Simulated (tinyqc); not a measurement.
Hopping conduction between localised states. From one set of inputs to another, one input at a time. Computed by tinyqc, a small Python program. Command: `OMP_NUM_THREADS=1 python tinyqc.py 3013863 3013864 out.jsonl hop ladder`. One thread of a shared host (Intel(R) Xeon(R) Processor @ 2.30GHz), about 0.01 s of CPU time with the checks.

Energies are counted from the Fermi level. A small network shows the mechanism; the laws of an infinite system follow.

The inputs printed are set A. Inputs not listed in the table keep their values of set A, so the rows need not describe a real material.

Inputs (values chosen for the exercise, for a model amorphous semiconductor):

| quantity | value | unit |
|---|---|---|
| localisation length xi | 0.86 | nm |
| density of states g_0 | 2.8e+20 | 1/(eV cm^3) |
| permittivity eps | 8.9 | - |
| activation energy E_a to extended states | 0.28 | eV |
| prefactor of activated conduction | 340 | S/cm |
| prefactor of hopping | 2.9 | S/cm |
| conductance scale G_0 | 1 | microsiemens |
| temperature T | 170 | K |

Dimension: 3D.

sites of the small network (nm, nm, meV):
```
      x     y  energy
1     0  1.71   -2.75
2   0.9  1.22  -25.11
3  2.33  0.42  -36.93
4  3.47  0.65   -6.72
5  4.26  1.97  -43.52
6  5.33  1.96   34.54
7  6.51  2.14   47.28
8   7.8   0.6    0.15
```

Constants: k_B = 8.617333262e-05 eV/K; e^2/(4 pi eps_0) = 14.39964548 eV angstrom.

Method:
- Miller-Abrahams exponent s_ij = 2 r_ij/xi + (|E_i| + |E_j| + |E_i - E_j|)/(2 k_B T); G_ij = G_0 exp(-s_ij). The diagonal is set to 0 and not used.
- Site 1 is held at potential 1 and site 8 at 0; Kirchhoff's law sum_j G_ij (u_i - u_j) = 0 fixes the others; G = sum_j G_1j (1 - u_j). G_ij = G_0 exp(-s_ij).
- Mott: T_M = 21.2/(k_B g_0 xi^3), exponent (T_M/T)^(1/4), mean hop r = (3/8) xi times the exponent. Efros-Shklovskii: T_ES = 2.8 e^2/(4 pi eps eps_0 k_B xi), exponent (T_ES/T)^(1/2). Coulomb gap width g_0^(1/2) (e^2/(4 pi eps eps_0))^(3/2). The numerical coefficients come from percolation theory and are given.
- sigma = s_1 exp(-E_a/k_B T) + s_2 exp(-larger of the two exponents); reduced activation energy w = d ln(sigma)/d ln(T) by a central difference of +/- 1 %.

Each row keeps all changes above it:

| input moved | from | to | conductivity (S/cm) | T_M (K) | conductance G (microsiemens) |
|---|---|---|---|---|---|
| set A | - | - | 2.2000e-04 | 1.3814e+06 | 2.6012e-04 |
| prefactor of hopping (S/cm) | 2.9 | 0.089 | 8.4004e-06 | 1.3814e+06 | 2.6012e-04 |
| temperature T (K) | 170 | 13 | 3.4030e-11 | 1.3814e+06 | 7.9280e-08 |
| density of states g_0 (1/(eV cm^3)) | 2.8e+20 | 7.4e+19 | 1.0314e-12 | 5.2268e+06 | 7.9280e-08 |
| activation energy E_a to extended states (eV) | 0.28 | 0.045 | 1.0326e-12 | 5.2268e+06 | 7.9280e-08 |
| permittivity eps | 8.9 | 11 | 1.0326e-12 | 5.2268e+06 | 7.9280e-08 |
| localisation length xi (nm) | 0.86 | 0.95 | 6.3113e-12 | 3.8776e+06 | 2.0352e-07 |

Where does the difference come from?

Conductivity goes from 2.20e-4 to 6.31e-12, a factor 2.87e-8 in all. The largest single move comes from temperature T (a factor 4.05e-6), and localisation length xi works against it (a factor 6.11). T_M goes from 1.38e6 to 3.88e6, a factor 2.81 in all. The largest single move comes from density of states g_0 (a factor 3.78), and localisation length xi works against it (a factor 0.742). Conductance G goes from 2.60e-4 to 2.04e-7, a factor 7.82e-4 in all. The largest single move comes from temperature T (a factor 3.05e-4), and localisation length xi works against it (a factor 2.57). The single moves hold for this order of the switches; the total does not depend on the order.

Extremes, crossings and ranges named in words are read from the listed rows.
